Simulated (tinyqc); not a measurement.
# Liquidus of a compound AB in a simple-solution melt, liquid-phase epitaxy and vapour pressures, step by step

A worked calculation. Computed by tinyqc, a small Python program that keeps every step. Command: `OMP_NUM_THREADS=1 python tinyqc.py 3002185 3002186 out.jsonl liq35 walk`. One thread of a shared host (Intel(R) Xeon(R) Processor @ 2.30GHz), about 0.05 s of CPU time with the checks. Intermediate numbers are printed to about 7 digits and carried at full precision; extremes and crossings named in words are read from the listed rows.

x is the atom fraction of B in the melt. The melt is a simple solution: R T ln gamma_B = W (1 - x)^2, R T ln gamma_A = W x^2, W = a + b T. The solid AB is stoichiometric.

Inputs (values chosen for the exercise, modelled on GaSb for the melt):
```
quantity                                   value       unit
melting point T_F                            983          K
entropy of fusion S_F                         68  J/(mol K)
interaction a                               19.1     kJ/mol
interaction slope b                        -24.1  J/(mol K)
saturation temperature T                     730          K
step dT                                      5.6          K
cooling rate c                              0.16      K/min
growth time t                                0.4        min
diffusivity in the melt D                3.7e-05     cm^2/s
molar volume of the melt V_L                12.8   cm^3/mol
lattice constant a0                        6.096   angstrom
melt depth w                                 4.4         mm
heat of evaporation of A                     244     kJ/mol
entropy of evaporation of A                  109  J/(mol K)
heat of evaporation of B as (1/2) B2         101     kJ/mol
entropy of evaporation of B as (1/2) B2     64.2  J/(mol K)
```

Growth programme: supercooling (step, then ramp).

Constants: R = 8.314462618 J/(mol K); N_A = 6.02214076e+23 1/mol; k_B = 8.617333262e-05 eV/K.

## Solubility on the A-rich side

Liquidus (Vieland): f(x) = R T ln[4 x (1 - x)] + 2 W (1/2 - x)^2 + S_F (T_F - T) = 0. Newton steps with f' = (1 - 2x)[R T/(x (1 - x)) - 2 W], from the dilute estimate x = (1/4) exp[-(S_F (T_F - T) + W/2)/(R T)]; stop below 1e-13; f under 1e-6 shown as 0.

W = 1.507 kJ/mol

Newton steps:
```
step           x      f (J/mol)  f' (J/mol)
1     0.01297265  -1.178458e+02    458788.2
2     0.01322951  -1.174328e+00    449704.0
3     0.01323213  -1.182253e-04    449613.4
4     0.01323213              0    449613.4
```

solubility x = 0.01323213

The dilute estimate is 0.980 of the root. An ideal melt (W = 0) would dissolve x = 0.0149; the B-rich branch lies at 1 - x.

## Slope of the liquidus

dx/dT = -(df/dT)/f', df/dT = R ln[4 x (1 - x)] + 2 b (1/2 - x)^2 - S_F, f' = (1 - 2x)[R T/(x (1 - x)) - 2 W]. Concentrations: C_L = x N_A/V_L in the melt, C_S = 4/a0^3 in the solid; m = dT/dC_L.

dx/dT = 2.312343e-04 1/K

C_L = 6.225447e+20 1/cm^3

C_S = 1.765733e+22 1/cm^3

slope m = 9.191931e-20 K cm^3

apparent heat of solution k_B T^2 d ln x/dT = 0.8024931 eV

## Layer thickness

Semi-infinite melt (Hsieh): step d = 2 dT sqrt(D t/pi)/(C_S m); ramp d = (4/3) c sqrt(D/pi) t^(3/2)/(C_S m); supercooling is their sum. A melt of depth w can give at most w (undercooling)/(C_S m).

thickness d = 1.168999 micrometre

largest thickness from this melt = 15.35480 micrometre

sqrt(D t)/w = 0.06772575

The layer uses 8 % of what the melt could give.

## Three programmes

The formulas are those given above.

Thickness (micrometre):
```
t (min)      step          ramp  supercooling  sqrt(D t) (mm)
0.2      0.820357  3.125168e-03       0.82348        0.210713
0.5      1.297098  1.235331e-02       1.30945        0.333167
1.0      1.834373  3.494044e-02       1.86931        0.471169
2.0      2.594195  9.882649e-02       2.69302        0.666333
5.0      4.101783  3.906460e-01       4.49243        1.053565
10.0     5.800797  1.104914e+00       6.90571        1.489966
20.0     8.203566  3.125168e+00      11.32873        2.107131
```

Step cooling goes as t^(1/2), ramp cooling as t^(3/2); they are equal at t = 3 dT/(2 c) = 52.5 min. The local exponent of their sum runs from 0.51 to 0.71. Rows with sqrt(D t) above about half the depth of 4.4 mm are overestimates.

## Vapour pressures and congruent evaporation

Over the A-rich liquidus: p_A = gamma_A (1 - x) exp(S_A/R - H_A/(R T)), p_B2 = [gamma_B x exp(S_B/R - H_B/(R T))]^2, in bar. Free evaporation is congruent while the A flux over this liquidus is at least the B flux; with A and B2 taken as equal in mass for the estimate, T_c solves p_A = 2 p_B2.

log10 p_A = -11.77121

log10 p_B2 = -11.29364

congruent temperature T_c = 636.3930 K

T is above T_c: in vacuum B leaves faster and droplets of A form unless a B flux is supplied.

## The liquidus

The formulas are those given above.

Solubility; ideal: W = 0; dilute: (1/4) exp[-(S_F (T_F - T) + W/2)/(R T)]:
```
T (K)             x         ideal        dilute  W (kJ/mol)
492    2.943486e-05  7.133524e-05  2.943093e-05      7.2428
570    3.794818e-04  6.678371e-04  3.790123e-04      5.3630
649    2.713261e-03  3.729301e-03  2.696528e-03      3.4591
727    1.255370e-02  1.423753e-02  1.231607e-02      1.5793
806    4.429432e-02  4.337019e-02  4.250629e-02     -0.3246
885    1.258530e-01  1.140860e-01  1.175948e-01     -2.2285
944    2.525538e-01  2.322679e-01  2.250046e-01     -3.6504
973    3.729845e-01  3.580326e-01  3.007304e-01     -4.3493
```

x over the ideal value is 0.41 in the first row and 1.04 in the last, and lies between 0.41 and 1.10: W > 0 lowers the solubility and W < 0 raises it, by about exp(-W/(2 R T)) when dilute. The dilute form is within 5 % in 5 of the eight rows. Near T_F the liquidus closes as a parabola about x = 1/2.

Checks made by the program: x against bracketed root finding (relative difference below 1e-10).
